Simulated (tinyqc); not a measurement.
Where a trap does most harm: tunnelling through a thin dielectric with one trap, as a tight-binding chain.

Hopping -t everywhere, t = c/(m a^2), c = hbar^2/2m0; lead sites at 2t (band bottom 0), barrier sites 1 to N at 2t + phi, and site j has U besides. No voltage. Leads give S = -t exp(ika) on sites 1 and N, cos(ka) = 1 - E/(2t). T = (2 t sin(ka))^2 |G_1N|^2, G = (E - H - S)^-1. In the barrier cosh(q a) = 1 + (phi - E)/(2t).

Resonance: the lowest eigenvalue of H + S(E), iterated until its real part equals E (40 rounds from Eb = phi + 2t - sqrt(4t^2 + U^2), the level in an endless barrier). With v the normalised squared amplitudes of that state, Gamma_L = 2 t sin(ka) v_1, Gamma_R = 2 t sin(ka) v_N; Breit-Wigner T = Gamma_L Gamma_R/((E - Er)^2 + (Gamma_L + Gamma_R)^2/4).

Constants: hbar^2/2m0 = 3.80998211 eV angstrom^2.

Inputs chosen for the exercise (barrier and mass of the size used for SiO2 on silicon; not measured data):
- a = 3 angstrom (site spacing)
- m = 0.47 m0 (mass, the same in leads and barrier)
- phi = 3.11 eV (conduction edge of the barrier above that of the leads)
- N = 7 (barrier sites)
- U = -4 eV (extra energy on the trap site)

The trap is moved through the barrier. The area under the resonance, 2 pi Gamma_L Gamma_R/(Gamma_L + Gamma_R), sets the current through it.

Against position:

| j | Er (eV) | Gamma_L (meV) | Gamma_R (meV) | peak | area (meV) |
|---|---|---|---|---|---|
| 3 | 0.5238 | 3.02 | 0.00642 | 0.00847 | 0.0403 |
| 4 | 0.5244 | 0.140 | 0.140 | 1.00 | 0.438 |
| 5 | 0.5238 | 0.00642 | 3.02 | 0.00847 | 0.0403 |

What does the comparison show, and why?

The area is largest at j = 4 (0.438 meV) and 10.9 times smaller at j = 3: the slower of the two steps limits the current, so traps in the middle carry most. Each site towards a lead multiplies its width by about 21.64, close to exp(2 q a) = 21.68 at Eb.

tinyqc: `OMP_NUM_THREADS=1 python tinyqc.py 1480407 1480408 out.jsonl`; about 0.04 s, one thread, shared Intel(R) Xeon(R) Processor @ 2.30GHz.
